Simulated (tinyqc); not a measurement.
Inside a calculation. Model: Debye-Callaway model of lattice thermal conductivity. Computed by tinyqc, a small Python program that keeps every step. Command: `OMP_NUM_THREADS=1 python tinyqc.py 3031774 3031775 out.jsonl callaway walk`. One thread of a shared host (Intel(R) Xeon(R) Processor @ 2.30GHz), about 0.01 s of CPU time with the checks. Intermediate numbers are printed to about 6 digits and carried at full precision; extremes and crossings named in words are read from the listed rows.

Three acoustic branches with one velocity v, cut at omega_D = k_B Theta/hbar; x = hbar omega/(k_B T). v and Theta are separate inputs: Theta cuts off the heat-carrying modes, so C need not reach 3 k_B/V. gamma is an effective value that sets the umklapp rate. Heat flows along the film.

Inputs (values chosen for the exercise, modelled on diamond): sound velocity v = 13700 m/s; Debye temperature Theta = 2260 K; volume per atom V = 5.67 angstrom^3; mean atomic mass M = 12.01 u; effective Grueneisen parameter gamma = 5.95; umklapp exponent divisor b = 2; mass variance Gamma = 6.8e-05; film thickness t = 2 micrometre; specularity p = 0.4; temperature T = 600 K; probe frequency omega/omega_D = 0.81.

Sample: film. Point defects: isotopes. Normal processes: left out.

Constants: k_B = 1.380649e-23 J/K; hbar = 1.054571817e-34 J s; u = 1.6605390666e-27 kg.

## Mass-fluctuation parameter

Gamma is given directly by the isotope mixture. A = V Gamma/(4 pi v^3).

Gamma = 6.80e-05

Rayleigh coefficient A = 1.19322e-47 s^3

## Scattering rates at one frequency

Rates: point defects A omega^4; umklapp B omega^2 T exp(-Theta/(b T)) with B = hbar gamma^2/(M v^2 Theta). Film: the bulk time tau of each mode, from the resistive rates above, is multiplied by the Fuchs-Sondheimer factor F = (3/2) int_0^1 (1 - u^2) [1 - (1 - p) (u/d) (1 - E)/(1 - p E)] du, with E = exp(-d/u), d = t/(v tau), by 48 Gauss-Legendre points in z with u = z^4; the boundary rate is defined as 1/(F tau) - 1/tau. The resistive time is tau_R = 1/(boundary + point-defect + umklapp rates), and the free path is v tau_R.

omega = 2.39663e+14 rad/s

Rates:
```
process         rate (1/s)  rate x tau_R
boundaries     1.54226e+09   6.55156e-04
point defects  3.93661e+10     0.0167228
umklapp        2.31313e+12      0.982622
```

tau_R = 4.24802e-13 s

free path = 5.81979 nm

The strongest resistive process at this frequency: umklapp, 98 % of the resistive rate.

## The integrand on a coarse grid

x runs in ten equal steps to min(Theta/T, 12); g = x^4 e^x/(e^x - 1)^2; tau_C is the inverse of all rates summed; the last column is c tau_C g with c = (k_B/(2 pi^2 v)) (k_B T/hbar)^3.

Integrand:
```
x              g    tau_C (s)  c tau_C g (W/(m K))
0.37667  0.14021  2.71179e-11              94.0915
0.75333  0.54142  7.00636e-12              93.8712
1.13000  1.14928  3.12900e-12              88.9898
1.50667  1.88529  1.76063e-12              82.1402
1.88333  2.66122  1.12530e-12              74.1065
2.26000  3.39353  7.79666e-13              65.4740
2.63667  4.01477  5.71093e-13              56.7381
3.01333  4.47992  4.35660e-13              48.2977
3.39000  4.76787  3.42788e-13              40.4444
3.76667  4.87879  2.76353e-13              33.3644
```

The integrand is largest at the lowest frequency shown, whose long lifetime outweighs its small heat capacity.

## Thermal conductivity

kappa_1 = c int tau_C g dx, g = x^4 e^x/(e^x - 1)^2, c = (k_B/(2 pi^2 v)) (k_B T/hbar)^3, over 0 < x < min(Theta/T, 40), by 96 Gauss-Legendre points in s with x = x_max s^2; tau_C = tau_R, the inverse of the summed rates, and kappa = kappa_1. Heat capacity C = 3 c int g dx / v^2; grey free path 3 kappa/(C v); the median free path v tau_C halves kappa_1 when the quadrature points are ordered by free path (each counted at half its weight, interpolated in the logarithm); likewise at 10 % and 90 %.

kappa_1 = 258.089 W/(m K)

kappa = 258.089 W/(m K)

heat capacity C = 3.79478e+06 J/(m^3 K)

grey free path = 14.8931 nm

median free path = 24.1066 nm

free path at 10 % of kappa_1 = 5.58130 nm

free path at 90 % of kappa_1 = 387.327 nm

The median free path is 1.6 times the grey one. The middle 80 % of kappa_1 spans a factor 69 in free path.

## Leaving out one process at a time

The formulas are those given above.

Conductivity at T:
```
case                   kappa (W/(m K))  ratio to all
all processes                  258.089             1
without point defects          259.807       1.00665
without boundaries             270.256       1.04714
```

Removing boundaries raises kappa most, by a factor 1.05; removing point defects gives only 1.01. Without boundaries the long waves are held back only by the omega^2 umklapp rate.

## Conductivity against temperature

The formulas are those given above.

Kappa (W/(m K)):
```
T (K)  all processes  without point defects
140          4541.93                7360.35
230          3146.59                3551.49
380          801.634                819.631
680          196.052                197.028
1100         76.3582                76.4999
1800         33.7441                33.7711
```

kappa peaks among these rows at 140 K (T/Theta = 0.062) with 4540 W/(m K). The exponent d ln kappa/d ln T is -0.74 at the cold end and -1.66 at the hot end. Point defects cost most at 140 K, a factor 1.62.

Checks made by the program: heat capacity against the Debye function (relative difference below 1e-10).
